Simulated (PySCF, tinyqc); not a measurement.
CIS and TDHF on RHF in the sto-3g basis, frozen core, for BeH+, spin multiplicity 1, step by step. The lowest restricted solution is unstable here: a spin-polarised one lies 0.0005 hartree lower (PySCF). One step of it, computed by the program tinyqc.

Task: CIS matrix, triplets. A(ia,jb) = (e_a - e_i) d_ij d_ab - (ij|ab).

orbital energies (hartree): MO1 -5.000120, MO2 -0.669943, MO3 -0.255084, MO4 -0.129093, MO5 -0.129093, MO6 0.155143

Two-electron integrals over orbitals (pq|rs), unique and non-zero (hartree); the lowest 1 orbital is frozen and left out:
```
p,q,r,s,(pq|rs)
2,2,2,2,0.475380
3,2,2,2,-0.067194
3,2,3,2,0.053798
3,3,2,2,0.323615
3,3,3,2,0.033663
3,3,3,3,0.439644
4,2,4,2,0.044619
4,3,4,2,0.033540
4,3,4,3,0.049550
4,4,2,2,0.352753
4,4,3,2,0.033777
4,4,3,3,0.388426
4,4,4,4,0.449859
5,2,5,2,0.044619
5,3,5,2,0.033540
5,3,5,3,0.049550
5,4,5,4,0.024249
5,5,2,2,0.352753
5,5,3,2,0.033777
5,5,3,3,0.388426
5,5,4,4,0.401360
5,5,5,5,0.449859
6,2,2,2,0.029744
6,2,3,2,-0.053115
6,2,3,3,-0.016720
6,2,4,4,-0.066961
6,2,5,5,-0.066961
6,2,6,2,0.120041
6,3,2,2,-0.056633
6,3,3,2,0.048901
6,3,3,3,0.054330
6,3,4,4,0.030881
6,3,5,5,0.030881
6,3,6,2,-0.057591
6,3,6,3,0.065445
6,4,4,2,-0.026918
6,4,4,3,-0.009716
6,4,6,4,0.023328
6,5,5,2,-0.026918
6,5,5,3,-0.009716
6,5,6,5,0.023328
6,6,2,2,0.480472
6,6,3,2,-0.070498
6,6,3,3,0.350845
6,6,4,4,0.355892
6,6,5,5,0.355892
6,6,6,2,0.058898
6,6,6,3,-0.060441
6,6,6,6,0.519578
```

Give: CIS matrix A, triplet.

Result:

CIS matrix A, triplet (hartree), lower triangle:
```
,2>3,2>4,2>5,2>6
2>3,0.0912
2>4,0.0000,0.1881
2>5,0.0000,0.0000,0.1881
2>6,0.0566,0.0000,0.0000,0.3446
```
